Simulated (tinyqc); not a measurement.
Sheet resistance of a shallow doped layer with concentration-dependent mobility and limited activation: one step, computed by the program tinyqc. Command: `OMP_NUM_THREADS=1 python tinyqc.py 3011135 3011136 out.jsonl irvin walk`. One thread of a shared host (Intel(R) Xeon(R) Processor @ 2.30GHz), about 0.02 s of CPU time with the checks.

A layer of one dopant lies in a background of the opposite type. Current flows parallel to the surface down to the junction; depletion is ignored.

Question. Active limit and depths. C(x) = C_s exp(-x^2/(2 l^2)). Temperatures in kelvin are T(C) + 273.15. Active limit C_a = prefactor x exp(-energy/(k_B T)); the junction lies where C = C_B, and the profile exceeds C_a down to x_a (zero if C_s is below C_a). Slope at the junction in nm per decade = ln(10) C/|dC/dx|.

Inputs (values chosen for the exercise, modelled on antimony in silicon):
```
quantity                         value    unit
surface concentration C_s        4e+20  1/cm^3
length l                           5.2      nm
background C_B                 4.1e+16  1/cm^3
prefactor of the active limit  3.9e+21  1/cm^3
energy of the active limit       0.549      eV
anneal temperature T               750       C
```

Profile: Gaussian.

Constants: k_B = 8.617333262e-05 eV/K.

Give: active limit C_a; junction depth x_j; depth x_a; abruptness at the junction.

Answer.

active limit C_a = 7.706e+18 1/cm^3

junction depth x_j = 22.29 nm

depth x_a = 14.61 nm

abruptness at the junction = 2.794 nm/decade
